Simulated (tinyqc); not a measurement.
Electron mobility in a silicon inversion layer, empirical terms and Matthiessen rule: two steps of the calculation.

Inversion layer of sheet density Ns on a uniformly doped body, under a high-permittivity gate with an interlayer. The mobility terms are empirical power laws with prefactors chosen for the exercise; adding their inverses (Matthiessen) is itself an approximation.

Inputs (values chosen for the exercise); material values close to those of silicon: temperature T = 350 K; body doping Nb = 1.5e17 cm^-3; gate capacitance Cox = 1.13 uF/cm^2; phonon-limited mobility at 1 MV/cm and 300 K Ap = 416 cm^2/(V s); roughness-limited mobility at 1 MV/cm As = 1140 cm^2/(V s); exponent of the roughness term gs = 2; Coulomb prefactor Ac = 2900 cm^2/(V s); charge at the interface Nit = 1.1e10 cm^-2; remote-phonon mobility without interlayer Ar = 360 cm^2/(V s); interlayer thickness ti = 0.6 nm; decay length of remote phonons lr = 0.8 nm; inversion density Ns = 2.8e12 cm^-2; ratio W/L WL = 10; drain voltage Vd = 0.05 V.

Task 1. Mobility terms and their sum. With t = T/(300 K): muC = Ac (Ns/1e12 cm^-2) t/(Nb/1e17 cm^-3 + Nit/1e11 cm^-2), muP = Ap E^(-1/3) t^(-1.75), muS = As E^(-gs), muR = Ar exp(2 ti/lr)/t; 1/mu is the sum of the inverses.

E = 0.40935063 MV/cm

Wanted: terms; mu; shares of 1/mu.

Result 1.

terms (cm^2/(V s)): Coulomb 5884.1, phonon 427.80, roughness 6803.2, remote phonon 1382.9
mu = 296.07 cm^2/(V s)
shares of 1/mu (%): Coulomb 5.0317, phonon 69.208, roughness 4.3519, remote phonon 21.409

The phonon term limits most.

Task 2. Split C-V extraction. Q(Vg) is the trapezoid sum of Cgc from the first point (where Q is taken as 0); mu_eff = I/((W/L) Q Vd); mu_FE = (dI/dVg)/((W/L) Cox Vd) with a backward difference. Listed from point 4 on.

```
point  Vg (V)  Cgc (uF/cm^2)        I (uA)
0         0.2   1.7575757e-4  2.6979425e-7
1         0.3   0.0027162308  6.4380789e-5
2         0.4    0.040656368   0.014246851
3         0.5     0.41394360     1.4128099
4         0.6      1.0164795     13.422584
5         0.7      1.1219108     31.257895
6         0.8      1.1294742     48.264224
7         0.9      1.1299660     63.883001
8           1      1.1299978     78.252701
9         1.1      1.1299999     91.517373
10        1.2      1.1300000     103.79028
11        1.3      1.1300000     115.16071
12        1.4      1.1300000     125.70110
```

Wanted: Q; mu_eff; mu_FE.

Result 2.

```
point  Q (uC/cm^2)  mu_eff (cm^2/(V s))  mu_FE (cm^2/(V s))
4         0.096564               278.00              212.56
5          0.20348               307.23              315.67
6          0.31605               305.42              301.00
7          0.42903               297.81              276.44
8          0.54202               288.74              254.33
9          0.65502               279.43              234.77
10         0.76802               270.28              217.22
11         0.88102               261.42              201.25
12         0.99402               252.91              186.56
```

At the last point mu_FE is 26 % below mu_eff: where the mobility falls with gate voltage the slope of I understates it.

Numbers from tinyqc (`OMP_NUM_THREADS=1 python tinyqc.py 2510016 2510017 out.jsonl`; about 0.01 s on one thread of a shared Intel Xeon 2.30GHz).
